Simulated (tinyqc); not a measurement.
Valence-band offset from core levels (Kraut method), with the dipole against the affinity rule: one step of the calculation.

Binding energies are counted downwards from the Fermi level. dEv > 0 means that the valence edge of B lies below that of A, dEc > 0 that the conduction edge of B lies above that of A; dEc + dEv = EgB - EgA. The spectra are made-up values treated as data.

Problem. Offsets. dEv = (iB - iA) - (cB - vB) + (cA - vA), dEc = EgB - EgA - dEv.

Inputs (values chosen for the exercise); gaps and affinities close to those of germanium (A) and hafnium oxide (B): gap of the substrate A EgA = 0.66 eV; gap of the overlayer B EgB = 5.94 eV; core level of bare A cA = 63.91 eV; core level of thick B cB = 102.02 eV; valence-band maximum of thick B vB = 2.99 eV; core level of A under a thin film of B iA = 63.62 eV; core level of B in that thin film iB = 103.17 eV.

vA = 0.43450914 eV

Wanted: cA - vA; cB - vB; iB - iA; dEv; dEc.

Solution.

cA - vA = 63.475 eV
cB - vB = 99.030 eV
iB - iA = 39.550 eV
dEv = 3.9955 eV
dEc = 1.2845 eV

The alignment is type I (straddling). Both offsets exceed 1 eV, the usual requirement for a gate dielectric. A rigid shift of all levels, by charging or doping, cancels in the differences.

Program tinyqc, `OMP_NUM_THREADS=1 python tinyqc.py 2410095 2410096 out.jsonl`; Intel Xeon 2.30GHz, shared host, one thread, about 0.01 s.
